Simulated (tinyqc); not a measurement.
# Octagonal on-chip spiral inductor, lumped pi model: effects of single changes

Outer diameter do = di + 2 n wd + 2 (n - 1) sp, mean da = (do + di)/2, fill p = (do - di)/(do + di), length l = 3.314 n da. L = 2.25 mu0 n^2 da/(1 + 3.55 p), mu0 = 4 pi 1e-7 H/m. Rs = rho l/(wd delta (1 - exp(-th/delta))), delta = sqrt(rho/(pi f mu0)). Cs = n wd^2 eps0 eo/hu across the coil. At each end Cox = l wd eps0 eo/(2 ho) leads to the substrate branch Rsi = 2 rs he/(l wd) in parallel with Csi = l wd eps0 11.7/(2 he). With one end grounded Y = 1/(Rs + i w L) + i w Cs + 1/[1/(i w Cox) + 1/(1/Rsi + i w Csi)], w = 2 pi f; Q = -Im Y/Re Y. Eddy currents in neighbouring turns and in the substrate are left out.

Parameters, values chosen for the exercise; values of the order met in silicon radio-frequency processes:
```
symbol,value,unit,meaning
n,4.5,,number of turns
wd,20,um,line width
sp,3,um,space between turns
di,140,um,inner diameter
th,2,um,metal thickness
rho,3,uohm cm,metal resistivity
ho,3.1,um,oxide below the coil
hu,0.7,um,oxide between coil and underpass
eo,4.1,,relative permittivity of the oxide
rs,100,ohm cm,substrate resistivity
he,80,um,effective spreading depth in the substrate
f,2.4,GHz,frequency
```

Constants: eps0 = 8.8541878128e-12 F/m. Results are converted to the units shown.

Each table varies one quantity; the others keep the values above.

## Quality factor against frequency

Apparent inductance Im(1/Y)/w; share of the loss Re(substrate branch)/Re Y.

Quality factor against frequency:
```
f (GHz)  Rs (ohm)  w L/Rs      Q  apparent inductance (nH)  loss in the substrate (%)
0.097       3.005   1.124  1.122                     5.542                    0.07089
0.16        3.099   1.799  1.790                     5.545                     0.2486
0.26        3.218   2.815  2.782                     5.552                     0.7693
0.42        3.372   4.340  4.217                     5.569                      2.101
0.69        3.581   6.712  6.246                     5.618                      5.405
1.1         3.842   9.975  8.434                     5.741                      12.10
1.8         4.208   14.90  10.04                     6.116                      25.30
3           4.725   22.12  8.791                     7.501                      45.65
4.9         5.405   31.58  3.062                     17.48                      66.21
```

Q goes from 1.12 through a maximum of 10.0 (at f = 1.8 GHz among the rows listed) to 3.06; the exact peak is 10.1 at 1.99 GHz and Q reaches zero at the self-resonance, 5.81 GHz. The share of the substrate rises from 0.0709 to 66.2 %, and the apparent inductance ends at 3.15 times L. At the peak the substrate takes 29.0 % of the loss.

## Effect of the oxide below the coil

Same model as above.

Peak Q and its frequency from a search over f; self-resonance where Im Y = 0; Q at the given f (negative beyond resonance).

The same in every row: L (nH) = 5.545; do (um) = 341.0.

Effect of the oxide below the coil:
```
ho (um)  peak Q  f of the peak (GHz)  self-resonance (GHz)  Q at f
1         9.664                1.910                 5.745   9.306
2         9.876                1.951                 5.775   9.573
3         10.08                1.991                 5.803   9.831
5         10.49                2.066                 5.856   10.32
7         10.88                2.137                 5.905   10.77
10        11.42                2.235                 5.971   11.38
15        12.22                2.380                 6.067   12.22
```

As ho goes from 1 to 15, L stays at 5.54 nH, the peak Q rises from 9.66 to 12.2, its frequency rises from 1.91 to 2.38 GHz and the self-resonance rises from 5.75 to 6.07 GHz.

tinyqc, about 0.01 s, one thread, Intel Xeon 2.30GHz (shared host): `OMP_NUM_THREADS=1 python tinyqc.py 2302225 2302226 out.jsonl`
